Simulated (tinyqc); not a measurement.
Valence-band offset from core levels (Kraut method), with the dipole against the affinity rule: one step of the calculation.

Binding energies are counted downwards from the Fermi level. dEv > 0 means that the valence edge of B lies below that of A, dEc > 0 that the conduction edge of B lies above that of A; dEc + dEv = EgB - EgA. The spectra are made-up values treated as data.

Problem. Interface dipole. The affinity rule gives dEc(0) = chiA - chiB; the dipole step is D = dEc - dEc(0), and two sheets of opposite charge dd apart hold N = eps0 ei |D|/(q dd).

Parameters, values chosen for the exercise; gaps and affinities close to those of In0.53Ga0.47As (A) and hafnium oxide (B): electron affinity of A chiA = 4.54 eV; electron affinity of B chiB = 2.38 eV; relative permittivity inside the dipole layer ei = 8.5; thickness of the dipole layer dd = 0.23 nm.

Constants: q = 1.602176634e-19 C, eps0 = 8.8541878128e-14 F/cm where lengths are in cm. Results are converted to the units shown.

dEc = 2.0419438 eV

Give: dEc(0); D; N; field in the dipole layer.

Solution.

dEc(0) = 2.1600 eV
D = -0.11806 eV
N = 2.4111e13 cm^-2
field in the dipole layer = 5.1329 MV/cm

N is 0.034 elementary charges for each of about 7e14 surface atoms per cm^2.

tinyqc, about 0.01 s, one thread, Intel Xeon 2.30GHz (shared host): `OMP_NUM_THREADS=1 python tinyqc.py 2410168 2410169 out.jsonl`
